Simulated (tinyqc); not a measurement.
# Changing the axis ratio c/a

Model: finite-size error of a charged defect in a periodic cell: Madelung and Makov-Payne terms. Computed by tinyqc, a small Python program. Command: `OMP_NUM_THREADS=1 python tinyqc.py 3024316 3024317 out.jsonl imagecharge sweep`. One thread of a shared host (Intel(R) Xeon(R) Processor @ 2.30GHz), about 0.06 s of CPU time with the checks.

L is the cube root of the cell volume. The defect charge is a Gaussian, rho(r) = q (2 pi sigma^2)^(-3/2) exp(-r^2/2 sigma^2), repeated periodically in a uniform neutralising background and screened by a continuum. The model cell energy is E(L) = E_0 + [periodic - isolated electrostatic energy].

Inputs (values chosen for the exercise, for a model uniaxial host):

| quantity | value | unit |
|---|---|---|
| charge q | 2 | e |
| cell length L | 11.5 | angstrom |
| dielectric constant eps_xy | 13.7 | - |
| dielectric constant eps_z | 8.66 | - |

Supercell lattice: tetragonal. Screening: uniaxial.

Constants: e^2/(4 pi eps_0) = 14.39964548 eV angstrom.

Method. Cell vectors: (1,0,0), (0,1,0), (0,0,c/a), scaled to volume L^3. Ewald sum for a unit point charge: scale each Cartesian component of the cell by 1/sqrt(eps_i), giving R', G' and V'; E = [ (1/2) sum erfc(eta R')/R' + (2 pi/V') sum exp(-G'^2/4 eta^2)/G'^2 - eta/sqrt(pi) - pi/(2 V' eta^2) ] e^2/(4 pi eps_0) / sqrt(eps_x eps_y eps_z), over n_i = -6..6, omitting n = (0,0,0), eta = 2/V'^(1/3). alpha = -2 E eps_g L/(e^2/(4 pi eps_0)), eps_g = (eps_x eps_y eps_z)^(1/3).

One run for each value:

| axis ratio c/a | Madelung constant alpha | point-charge correction -q^2 E (eV) | nearest image (angstrom) |
|---|---|---|---|
| 0.50 | 2.6225 | 0.55858 | 7.245 |
| 0.60 | 2.7606 | 0.58799 | 8.181 |
| 0.72 | 2.8279 | 0.60232 | 9.238 |
| 0.87 | 2.8294 | 0.60265 | 10.480 |
| 1.00 | 2.7851 | 0.59320 | 11.500 |
| 1.30 | 2.5773 | 0.54895 | 10.537 |
| 1.50 | 2.3780 | 0.50650 | 10.046 |
| 1.80 | 2.0082 | 0.42774 | 9.454 |
| 2.20 | 1.4075 | 0.29979 | 8.842 |

Describe and explain the trends.

Over the rows, Madelung constant alpha goes from 2.62 through a maximum among these rows, 2.83 at 0.870, to 1.41; point-charge correction -q^2 E (eV) goes from 0.559 through a maximum among these rows, 0.603 at 0.870, to 0.300; nearest image (angstrom) goes from 7.24 through a maximum among these rows, 11.5 at 1.00, to 8.84. At fixed volume alpha is largest where the images, as seen through the screening, are spread most evenly.

Extremes, crossings and ranges named in words are read from the listed rows.
